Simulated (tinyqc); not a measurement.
UHF in the 3-21g basis, for H3, spin multiplicity 2, step by step. One step of it, computed by the program tinyqc.

Question. Iteration 1: building the Fock matrix. J_ij = sum D_kl (ij|kl) with D = D(alpha) + D(beta), K_ij = sum D_kl (ik|jl) for each spin; F = H + J - K(s); E = tr D H + tr D J / 2 - 0.5 sum_s tr D(s) K(s) + E_nn.

D(alpha) at the start, lower triangle:
```
          1H 1s     1H 2s      2H 1s      2H 2s     3H 1s     3H 2s
1H 1s  0.158674
1H 2s  0.188174  0.223159
2H 1s  0.071816  0.085093   0.149387
2H 2s  0.028091  0.033208   0.178150   0.239132
3H 1s  0.071747  0.085161  -0.084429  -0.152761  0.149362
3H 2s  0.028069  0.033393  -0.152752  -0.229219  0.178175  0.239182
```

D(beta) at the start, lower triangle:
```
          1H 1s     1H 2s     2H 1s     2H 2s     3H 1s     3H 2s
1H 1s  0.158674
1H 2s  0.188174  0.223159
2H 1s  0.071820  0.085173  0.032508
2H 2s  0.028097  0.033321  0.012717  0.004975
3H 1s  0.071743  0.085081  0.032473  0.012704  0.032438
3H 2s  0.028063  0.033281  0.012702  0.004969  0.012688  0.004963
```

core Hamiltonian H = T + V (hartree), lower triangle:
```
           1H 1s      1H 2s      2H 1s      2H 2s      3H 1s      3H 2s
1H 1s  -1.087623
1H 2s  -1.080171  -1.267886
2H 1s  -0.312258  -0.542463  -0.871155
2H 2s  -0.585074  -0.849101  -0.940881  -1.079517
3H 1s  -0.311896  -0.542174  -0.004683  -0.109984  -0.870996
3H 2s  -0.584792  -0.848834  -0.109996  -0.322379  -0.940780  -1.079409
```

Two-electron integrals (ij|kl) in chemists' order, unique and non-zero (hartree):
```
(11|11) 1.140145   (21|11) 0.611403   (21|21) 0.345152   (22|11) 0.626370
(22|21) 0.380329   (22|22) 0.482957   (31|11) 0.094773   (31|21) 0.056004
(31|22) 0.066244   (31|31) 0.014738   (32|11) 0.167907   (32|21) 0.105227
(32|22) 0.142216   (32|31) 0.030749   (32|32) 0.081141   (33|11) 0.456554
(33|21) 0.292358   (33|22) 0.418298   (33|31) 0.094773   (33|32) 0.287024
(33|33) 1.140145   (41|11) 0.287024   (41|21) 0.163351   (41|22) 0.182472
(41|31) 0.030749   (41|32) 0.059195   (41|33) 0.167907   (41|41) 0.081141
(42|11) 0.360272   (42|21) 0.221613   (42|22) 0.290887   (42|31) 0.047924
(42|32) 0.114161   (42|33) 0.360272   (42|41) 0.114161   (42|42) 0.201789
(43|11) 0.292358   (43|21) 0.186163   (43|22) 0.264090   (43|31) 0.056004
(43|32) 0.163351   (43|33) 0.611403   (43|41) 0.105227   (43|42) 0.221613
(43|43) 0.345152   (44|11) 0.418298   (44|21) 0.264090   (44|22) 0.372736
(44|31) 0.066244   (44|32) 0.182472   (44|33) 0.626370   (44|41) 0.142216
(44|42) 0.290887   (44|43) 0.380329   (44|44) 0.482957   (51|11) 0.094622
(51|21) 0.055916   (51|22) 0.066146   (51|31) 0.006969   (51|32) 0.013702
(51|33) 0.038434   (51|41) 0.023913   (51|42) 0.033397   (51|43) 0.024814
(51|44) 0.037818   (51|51) 0.014696   (52|11) 0.167777   (52|21) 0.105148
(52|22) 0.142122   (52|31) 0.013713   (52|32) 0.028903   (52|33) 0.083120
(52|41) 0.045199   (52|42) 0.070608   (52|43) 0.053680   (52|44) 0.082660
(52|51) 0.030688   (52|52) 0.081059   (53|11) 0.000651   (53|21) 0.000371
(53|22) 0.000411   (53|31) 0.000065   (53|32) 0.000121   (53|33) 0.000335
(53|41) 0.000181   (53|42) 0.000249   (53|43) 0.000213   (53|44) 0.000300
(53|51) 0.000064   (53|52) 0.000121   (53|53) 4.98e-07   (54|11) 0.029527
(54|21) 0.018185   (54|22) 0.023543   (54|31) 0.002420   (54|32) 0.004996
(54|33) 0.014240   (54|41) 0.007929   (54|42) 0.012051   (54|43) 0.009193
(54|44) 0.014061   (54|51) 0.004991   (54|52) 0.012118   (54|53) 0.000022
(54|54) 0.001907   (55|11) 0.456400   (55|21) 0.292265   (55|22) 0.418203
(55|31) 0.038484   (55|32) 0.083158   (55|33) 0.241507   (55|41) 0.125307
(55|42) 0.203874   (55|43) 0.155989   (55|44) 0.241217   (55|51) 0.094622
(55|52) 0.286873   (55|53) 0.000335   (55|54) 0.040510   (55|55) 1.140145
(61|11) 0.286873   (61|21) 0.163266   (61|22) 0.182379   (61|31) 0.023938
(61|32) 0.045208   (61|33) 0.125275   (61|41) 0.074546   (61|42) 0.100947
(61|43) 0.080369   (61|44) 0.117541   (61|51) 0.030688   (61|52) 0.059125
(61|53) 0.000181   (61|54) 0.010076   (61|55) 0.167777   (61|61) 0.081059
(62|11) 0.360134   (62|21) 0.221531   (62|22) 0.290785   (62|31) 0.033434
(62|32) 0.070627   (62|33) 0.203835   (62|41) 0.100962   (62|42) 0.159354
(62|43) 0.130727   (62|44) 0.194696   (62|51) 0.047841   (62|52) 0.114065
(62|53) 0.000249   (62|54) 0.018029   (62|55) 0.360134   (62|61) 0.114065
(62|62) 0.201666   (63|11) 0.029536   (63|21) 0.018189   (63|22) 0.023547
(63|31) 0.004999   (63|32) 0.012124   (63|33) 0.040510   (63|41) 0.010083
(63|42) 0.018035   (63|43) 0.023506   (63|44) 0.027153   (63|51) 0.002416
(63|52) 0.004993   (63|53) 0.000022   (63|54) 0.000875   (63|55) 0.014240
(63|61) 0.007927   (63|62) 0.012049   (63|63) 0.001907   (64|11) 0.124106
(64|21) 0.075774   (64|22) 0.097571   (64|31) 0.013769   (64|32) 0.030243
(64|33) 0.089952   (64|41) 0.036901   (64|42) 0.060489   (64|43) 0.056646
(64|44) 0.079338   (64|51) 0.013750   (64|52) 0.030229   (64|53) 0.000090
(64|54) 0.005082   (64|55) 0.089952   (64|61) 0.036884   (64|62) 0.060474
(64|63) 0.005082   (64|64) 0.020886   (65|11) 0.292265   (65|21) 0.186108
(65|22) 0.264035   (65|31) 0.024846   (65|32) 0.053705   (65|33) 0.155989
(65|41) 0.080390   (65|42) 0.130753   (65|43) 0.100750   (65|44) 0.155629
(65|51) 0.055916   (65|52) 0.163266   (65|53) 0.000213   (65|54) 0.023506
(65|55) 0.611403   (65|61) 0.105148   (65|62) 0.221531   (65|63) 0.009193
(65|64) 0.056646   (65|65) 0.345152   (66|11) 0.418203   (66|21) 0.264035
(66|22) 0.372676   (66|31) 0.037867   (66|32) 0.082698   (66|33) 0.241217
(66|41) 0.117578   (66|42) 0.194737   (66|43) 0.155629   (66|44) 0.238561
(66|51) 0.066146   (66|52) 0.182379   (66|53) 0.000300   (66|54) 0.027153
(66|55) 0.626370   (66|61) 0.142122   (66|62) 0.290785   (66|63) 0.014061
(66|64) 0.079338   (66|65) 0.380329   (66|66) 0.482957
```

nuclear repulsion = 1.15767208 hartree

Give: Coulomb J; exchange K(alpha); exchange K(beta); F(alpha); F(beta); total energy of this density.

Answer.

Coulomb J (hartree), lower triangle:
```
       1H 1s  1H 2s  2H 1s  2H 2s  3H 1s  3H 2s
1H 1s  1.952
1H 2s  1.156  1.433
2H 1s  0.212  0.479  1.524
2H 2s  0.559  0.890  0.922  1.203
3H 1s  0.212  0.479  0.001  0.077  1.524
3H 2s  0.559  0.889  0.077  0.295  0.922  1.203
```

exchange K(alpha) (hartree), lower triangle:
```
       1H 1s  1H 2s   2H 1s  2H 2s  3H 1s  3H 2s
1H 1s  0.603
1H 2s  0.512  0.529
2H 1s  0.198  0.276   0.557
2H 2s  0.311  0.361   0.450  0.440
3H 1s  0.198  0.276  -0.044  0.023  0.557
3H 2s  0.310  0.361   0.023  0.107  0.450  0.440
```

exchange K(beta) (hartree), lower triangle:
```
       1H 1s  1H 2s  2H 1s  2H 2s  3H 1s  3H 2s
1H 1s  0.594
1H 2s  0.492  0.468
2H 1s  0.175  0.190  0.165
2H 2s  0.292  0.292  0.169  0.217
3H 1s  0.175  0.190  0.051  0.094  0.165
3H 2s  0.292  0.292  0.094  0.162  0.169  0.217
```

F(alpha) (hartree), lower triangle:
```
        1H 1s   1H 2s   2H 1s   2H 2s   3H 1s   3H 2s
1H 1s   0.261
1H 2s  -0.436  -0.364
2H 1s  -0.298  -0.340   0.096
2H 2s  -0.337  -0.320  -0.469  -0.317
3H 1s  -0.298  -0.340   0.040  -0.056   0.096
3H 2s  -0.337  -0.320  -0.056  -0.134  -0.469  -0.317
```

F(beta) (hartree), lower triangle:
```
        1H 1s   1H 2s   2H 1s   2H 2s   3H 1s   3H 2s
1H 1s   0.270
1H 2s  -0.416  -0.303
2H 1s  -0.275  -0.253   0.488
2H 2s  -0.318  -0.252  -0.188  -0.093
3H 1s  -0.274  -0.253  -0.054  -0.127   0.488
3H 2s  -0.318  -0.252  -0.127  -0.190  -0.188  -0.093
```

total energy of this density = -1.46525 hartree

This density is the starting one.
